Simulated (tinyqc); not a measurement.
Electron continuity equation in a given potential, Scharfetter-Gummel discretisation: two steps of the calculation.

Steady state in one dimension: J = q mu n E + q D dn/dx with E = -dpsi/dx and D = mu Vt, dJ/dx = 0, fixed densities nL and nR at the ends. The potential is given, psi = U x/L, and is not changed by the electrons.

Parameters, values chosen for the exercise; mobility close to that of gallium phosphide at room temperature:
```
symbol   value        unit               meaning
T          400           K           temperature
mu         250  cm^2/(V s)     electron mobility
L          3.8          um  length of the region
nL      1.6e12       cm^-3      density at x = 0
nR           0       cm^-3      density at x = L
```

Constants: q = 1.602176634e-19 C, kB = 1.380649e-23 J/K, Vt = kB T/q. Results are converted to the units shown.

Question 1. Bernoulli factors. d_i = (psi_(i+1) - psi_i)/Vt; B(d) = d/(exp(d) - 1), B(0) = 1. The flux on interval i is J_i = (q D/h) [n_(i+1) B(d_i) - n_i B(-d_i)].

```
node,psi (V)
0,0.00000000
1,0.06000000
2,0.12000000
3,0.18000000
4,0.24000000
5,0.30000000
6,0.36000000
7,0.42000000
8,0.48000000
9,0.54000000
10,0.60000000
11,0.66000000
```

Find: d_i; B(d_i); B(-d_i).

Answer 1.

```
interval,d_i,B(d_i),B(-d_i)
0,1.7407,0.37026,2.1109
1,1.7407,0.37026,2.1109
2,1.7407,0.37026,2.1109
3,1.7407,0.37026,2.1109
4,1.7407,0.37026,2.1109
5,1.7407,0.37026,2.1109
6,1.7407,0.37026,2.1109
7,1.7407,0.37026,2.1109
8,1.7407,0.37026,2.1109
9,1.7407,0.37026,2.1109
10,1.7407,0.37026,2.1109
```

The largest |d_i| is 1.74, below 2, so central differences would also keep densities positive.

Question 2. Densities and current. B(d) = d/(exp(d) - 1) with d_i = (psi_(i+1) - psi_i)/Vt; b and f are the diagonal and right side of the balance equations. Solve B(-d_(i-1)) n_(i-1) + b_i n_i + B(d_i) n_(i+1) = f_i (end values already in f), then J_i = (q D/h) [n_(i+1) B(d_i) - n_i B(-d_i)], h = L/11, D = mu Vt.

```
interval,B(d_i),B(-d_i)
0,0.37026196,2.1109397
1,0.37026196,2.1109397
2,0.37026196,2.1109397
3,0.37026196,2.1109397
4,0.37026196,2.1109397
5,0.37026196,2.1109397
6,0.37026196,2.1109397
7,0.37026196,2.1109397
8,0.37026196,2.1109397
9,0.37026196,2.1109397
10,0.37026196,2.1109397
```

```
node,diagonal b,right side f (cm^-3)
1,-2.4812016,-3.3775035e12
2,-2.4812016,0
3,-2.4812016,0
4,-2.4812016,0
5,-2.4812016,0
6,-2.4812016,0
7,-2.4812016,0
8,-2.4812016,0
9,-2.4812016,0
10,-2.4812016,0
```

Give: n; J.

Answer 2.

```
node,n (cm^-3)
0,1.6000e12
1,1.6000e12
2,1.6000e12
3,1.6000e12
4,1.6000e12
5,1.6000e12
6,1.5997e12
7,1.5985e12
8,1.5914e12
9,1.5508e12
10,1.3194e12
11,0
```

```
interval,J (A/cm^2)
0,-0.11131
1,-0.11131
2,-0.11131
3,-0.11131
4,-0.11131
5,-0.11131
6,-0.11131
7,-0.11131
8,-0.11131
9,-0.11131
10,-0.11131
```

tinyqc, about 0.01 s, one thread, Intel Xeon 2.30GHz (shared host): `OMP_NUM_THREADS=1 python tinyqc.py 2220110 2220111 out.jsonl`
